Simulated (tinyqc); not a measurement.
Speciation in dilute and buffered hydrofluoric acid, oxide etch rate and bath loading. Changing the NH4F added. Computed by tinyqc, a small Python program. Command: `OMP_NUM_THREADS=1 python tinyqc.py 3120858 3120859 out.jsonl hfetch sweep`. One thread of a shared host (Intel(R) Xeon(R) Processor @ 2.30GHz), about 0.01 s of CPU time with the checks.

Concentrations stand for activities, NH4+ and Cl- are spectators, and water ionisation is neglected. H, F and HF2 denote the ions H+, F- and HF2-. The base temperature is 298 K.

Inputs (values chosen for the exercise, of the order of those for thermal oxide at room temperature):

| quantity | value | unit |
|---|---|---|
| HF added | 0.26 | mol/L |
| HCl added | 0 | mol/L |
| K1 = [H][F]/[HF] | 0.000725 | mol/L |
| K2 = [HF2]/([HF][F]) | 3.99 | L/mol |
| K3 = [H2F2]/[HF]^2 | 2.9 | L/mol |
| rate constant of neutral HF k_a | 18 | nm L/(min mol) |
| rate constant of HF2 k_b | 47 | nm L/(min mol) |
| activation energy | 0.43 | eV |
| temperature error | 1 | K |
| oxide removed per wafer | 25 | nm |

Constants: k_B = 8.617333262e-05 eV/K.

Method:
- Fluoride balance: [HF] + [F] + 2 [HF2] + 2 [H2F2] = HF added + NH4F added. Acid balance: [H] + [HF] + [HF2] + 2 [H2F2] = HF added + HCl added. For a trial [H], [HF] = [H][F]/K1, and the fluoride balance is a quadratic in [F].
- The root is refined to 1e-13 in pH = -log10 [H].
- Rate = k_a ([HF] + 2 [H2F2]) + k_b [HF2], an empirical two-term form.
- Time = oxide/rate; a temperature error changes the rate by exp((E_a/k_B)(1/298 - 1/(298 + error))) - 1.

One run for each value:

| NH4F added (mol/L) | etch rate (nm/min) | pH | [HF2] (mol/L) | [HF] (mol/L) |
|---|---|---|---|---|
| 0.0087 | 4.701 | 2.0571 | 0.00616 | 0.13669 |
| 0.0180 | 4.815 | 2.2004 | 0.00858 | 0.13671 |
| 0.0360 | 5.017 | 2.4196 | 0.01397 | 0.13559 |
| 0.0740 | 5.403 | 2.7176 | 0.02613 | 0.13156 |
| 0.1500 | 6.101 | 3.0572 | 0.04954 | 0.12252 |
| 0.3100 | 7.325 | 3.4601 | 0.09143 | 0.10467 |
| 0.6200 | 8.939 | 3.9236 | 0.14693 | 0.07782 |
| 1.3000 | 10.528 | 4.5175 | 0.20167 | 0.04602 |
| 2.6000 | 11.406 | 5.1240 | 0.23195 | 0.02455 |

What does the table show?

Over the rows, etch rate (nm/min) rises from 4.70 to 11.4 (exponent d ln y / d ln x 0.033 between the first rows and 0.12 between the last); pH rises from 2.06 to 5.12; [HF2] (mol/L) rises from 0.00616 to 0.232 (exponent d ln y / d ln x 0.45 between the first rows and 0.20 between the last).

Caution (rows 0.620, 1.30, 2.60): at ionic strengths above about 0.5 mol/L activities differ much from concentrations, so pH and rates are only indicative.
